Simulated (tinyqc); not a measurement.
Surface potential of a MOS transistor: implicit equation and explicit approximations: one step of the calculation.

p-type body, charge-sheet picture, depletion and inversion only, full ionisation (an idealisation for deep acceptors), Boltzmann statistics (rough once Na exp(x - xn) passes about Nc/7). In units of Vt: xg = (Vg - Vfb)/Vt, x = psi/Vt, G = gamma/sqrt(Vt), xn = (2 phiF + Vc)/Vt. The implicit equation is (xg - x)^2 = G^2 [x - 1 + exp(x - xn)] for x above about 3. Cox = eps0 eox/tox.

Question. Explicit approximation. Depletion value a = 1 + [sqrt(G^2/4 + xg - 1) - G/2]^2; inversion value b = xn + ln[(xg - xn)^2/G^2 - xn + 1] and first guess y = min(a, b) - ln(1 + exp(-|a - b|)) if a > xn + 1, else b = y = a; one second-order correction with D = exp(y - xn), p = 2 (xg - y) + G^2 (1 + D), w = (xg - y)^2 - G^2 (y - 1 + D): z = y + 2 w/(p + sqrt(p^2 - 2 (2 - G^2 D) w)), or the Newton step z = y + w/p where the root is not real.

G = 2.3501854
xn = 65.451606
xg = 73.340555

Wanted: a; b; y; p; w; z.

Answer.

a = 55.923
b = 55.923
y = 55.923
p = 40.358
w = -4.0189e-4
z = 55.923

The root of the implicit equation is x = 55.9233; y misses it by 1.0e-5 and z by 0, in units of Vt.

Computed by the program tinyqc: `OMP_NUM_THREADS=1 python tinyqc.py 2122094 2122095 out.jsonl`, one thread of a shared Intel Xeon 2.30GHz, about 0.01 s for the whole run.
